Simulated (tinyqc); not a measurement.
Inside a calculation. Model: CMOS inverter, nodal equation and switching.

Program tinyqc, `OMP_NUM_THREADS=1 python tinyqc.py 2340012 2340013 out.jsonl`; Intel Xeon 2.30GHz, shared host, one thread, about 0.03 s. Printed values are rounded.

An n-channel pull-down (bn, VTn) and a p-channel pull-up (bp, VTp) share the input Vin and the output node Vout, which carries the load C. Transistor (EKV form, voltages against the body): I = 2 n b Vt^2 [F(vp - Vs) - F(vp - Vd)] from drain to source, F(v) = ln^2(1 + exp(v/(2 Vt))), vp = (Vg - VT + sg |Vd - Vs|)/n. n-channel bodies are at 0; for the p-channel device all voltages are counted down from Vdd. b in uA/V^2 gives I in uA. Static: In = Ip. Transient: C dVout/dt = Ip - In. No velocity saturation, no gate capacitance beyond C.

Inputs (values chosen for the exercise):
```
symbol  value    unit                                  meaning
T         273       K                              temperature
Vdd       1.2       V                           supply voltage
n        1.33                                     slope factor
sg      0.038                   drain-induced barrier lowering
VTn      0.31       V                      n-channel threshold
VTp      0.41       V          p-channel threshold (magnitude)
bn        270  uA/V^2  gain factor of the pull-down transistor
bp        270  uA/V^2    gain factor of the pull-up transistor
C        0.21      fF                         load capacitance
Vin      0.66       V                            input voltage
dt        0.4      ps                                time step
```

Constants: q = 1.602176634e-19 C, kB = 1.380649e-23 J/K, Vt = kB T/q. Results are converted to the units shown.

## Iteration 1: output voltage by Newton steps

Vout at the start = 0.6 V

f = In - Ip at (Vin, Vout); G = df/dVout by a central difference with +/- 1e-6 V; Vout(new) = Vout - f/G.

In = 14.1192 uA
Ip = 2.53460 uA
G = 3.99117 uS
Vout after iteration 1 = -2.30256 V

This step lands outside the rails.

## Iteration 2: output voltage by Newton steps

As before.

In = -1223.91 uA
Ip = 7.07572 uA
G = 970.606 uS
Vout after iteration 2 = -1.03429 V

The value that enters this step is an overshoot, farther from the solution than the start was, so its intermediate quantities are not physical.

## Course of the iteration: output voltage by Newton steps

Stop when Vout changes by less than 1e-9 V, or after 30 iterations.

Course of the iteration:
```
iteration    Vout (V)  |change| (V)
1            -2.30256          2.90
2            -1.03429          1.27
3           -0.409127         0.625
4           -0.113636         0.295
5          0.00575025         0.119
6           0.0348138        0.0291
7           0.0365561       1.74e-3
8           0.0365624       6.34e-6
9           0.0365624      8.39e-11
```

Converged in 9 iterations. At the end the number of correct digits about doubles with each step. On the way 4 iterate(s) lie more than 5 mV outside the rails, the first at -2.30 V, before the steps return.

## Transfer curve

Vin, point 0 to 10 (V): 0  0.12  0.24  0.36  0.48  0.6  0.72  0.84  0.96  1.08  1.2

For each Vin solve In = Ip; gain = dVout/dVin.

```
point  Vout (V)  supply current (uA)     gain
0       1.20000            8.3766e-5   0.0000
1       1.19998            0.0035766  -0.0006
2       1.19928              0.10620  -0.0192
3       1.18972               1.1745  -0.1830
4       1.13461               4.6989  -0.9751
5       0.08934               5.5445  -1.4843
6       0.01451               1.5679  -0.2416
7       0.00121              0.17223  -0.0305
8       0.00004            0.0065501  -0.0012
9       0.00000            1.5788e-4   0.0000
10      0.00000            3.4679e-6   0.0000
```

The switching point Vin = Vout lies at 0.5518 V, with a gain of -26.3. The current peaks at 5.54 uA among the points, against 8.4e-5 and 3.5e-6 uA of leakage at the ends.

## Switching point and noise margins

VM solves In = Ip with Vin = Vout. VIL and VIH are the inputs at which the gain is -1; NML = VIL - Vout(VIH), NMH = Vout(VIL) - VIH.

VM = 0.55183 V
gain at VM = -26.316
VIL = 0.48140 V
VIH = 0.61860 V
NML = 0.41463 V
NMH = 0.51463 V

VM lies 48 mV below Vdd/2, and the high margin is the larger one. With both transistors saturated the size of the gain tends to 1/sg = 26.3; here it is within 0.01 % of that.

## Step 1: one time step of the falling output

Vout at t = 0 = 1.2 V

The input steps to Vdd at t = 0; I = In - Ip. Implicit Euler: V(new) = V - (dt/C) I(V(new)), solved for V(new); 1 ps uA/fF = 1 mV.

I(V) = 88.8511 uA
I(V(new)) = 87.6502 uA
Vout after step 1 = 1.03305 V

## Step 2: one time step of the falling output

As before.

I(V) = 87.6502 uA
I(V(new)) = 86.4732 uA
Vout after step 2 = 0.868337 V

## Delays and energy

For a step input the delay to Vdd/2 is tHL = C times the integral of dV/(In - Ip) from Vdd/2 to Vdd at Vin = Vdd, and tLH likewise with Ip - In from 0 to Vdd/2 at Vin = 0. Energy drawn for one full cycle of the output: C Vdd^2. Leakage power: Vdd times the mean of the supply currents at Vin = 0 and Vdd.

tHL = 1.45555 ps
tLH = 1.82810 ps
energy = 0.3024 fJ
leakage power = 0.0523403 nW

Time steps as above cross Vdd/2 at 1.48 ps by linear interpolation, 1.3 % above tHL. tLH/tHL = 1.26, with bn/bp = 1.00.
